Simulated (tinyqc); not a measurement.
# Small-signal admittance of a forward-biased p+-n diode: effect of the width of the neutral base

Holes injected into a neutral base of width wb with an ohmic contact at its end; low injection, p0 far above the equilibrium density. A small voltage v exp(i w t), w = 2 pi f, modulates the edge density by p0 v/Vt, and the small-signal density obeys Dp d2p/dx2 = (1/tau + i w) p.

L = sqrt(Dp tau); direct current J = (q Dp p0/L) coth(wb/L); k = sqrt(1 + i w tau)/L; diffusion admittance Y = (q Dp p0/Vt) k coth(k wb) = G + i w C_diff; junction capacitance C_j = sqrt(q eps0 eps_r Nd/(2 Vr)) in the depletion approximation, with the remaining barrier Vr = Vt ln(Na/p0), a rough value under forward bias; base-width modulation is left out. Measured admittance 1/[Rs + 1/(Y + i w C_j)].

Parameters, values chosen for the exercise; permittivity close to that of 4H silicon carbide:
- T = 300 K (temperature)
- eps_r = 9.7 (relative permittivity)
- Nd = 7e15 cm^-3 (donor density of the base)
- Dp = 2.8 cm^2/s (hole diffusion coefficient)
- tau = 1e-6 s (hole lifetime)
- p0 = 1e14 cm^-3 (excess hole density at the junction edge)
- Na = 9e19 cm^-3 (acceptor density of the p+ side)
- Rs = 0.011 ohm cm^2 (series resistance)
- f = 10000 Hz (signal frequency)

Constants: q = 1.602176634e-19 C, kB = 1.380649e-23 J/K, Vt = kB T/q, eps0 = 8.8541878128e-14 F/cm where lengths are in cm. Results are converted to the units shown.

The same in every row: w tau = 0.062832; C_j (uF/cm^2) = 0.036862.

Result of one run:
```
G (S/cm^2)  C_diff (uF/cm^2)  measured G (S/cm^2)  measured C (uF/cm^2)  phase of the measured Y (degrees)
1.1343               0.40914               1.1203               0.43507                             1.3978
```

Which width of the neutral base wb gave this result: 3.3, 6.5, 13 or 26 um?

wb = 26 um.

The whole series:
```
wb (um)  G (S/cm^2)  C_diff (uF/cm^2)  measured G (S/cm^2)  measured C (uF/cm^2)  phase of the measured Y (degrees)
0.84         20.676          0.017347               16.845              0.035981                          0.0076899
1.7          10.243          0.035071               9.2055              0.058103                           0.022722
3.3          5.3265          0.067821               5.0317              0.093416                           0.066836
6.5          2.8026           0.13163               2.7188               0.15857                            0.20996
13           1.5932           0.24867               1.5658               0.27578                            0.63404
26           1.1343           0.40914               1.1203               0.43507                             1.3978
51           1.0422           0.50638               1.0304               0.53100                             1.8546
100          1.0376           0.51819               1.0259               0.54260                             1.9034
```

As wb goes from 0.84 to 100, G falls from 20.7 to 1.04 S/cm^2, C_diff rises from 0.0173 to 0.518 uF/cm^2 and the measured C rises from 0.0360 to 0.543 uF/cm^2. C_diff exceeds C_j for wb = 3.3, 6.5, 13, 26, 51, 100.

tinyqc, about 0.01 s, one thread, Intel Xeon 2.30GHz (shared host): `OMP_NUM_THREADS=1 python tinyqc.py 2890164 2890165 out.jsonl`
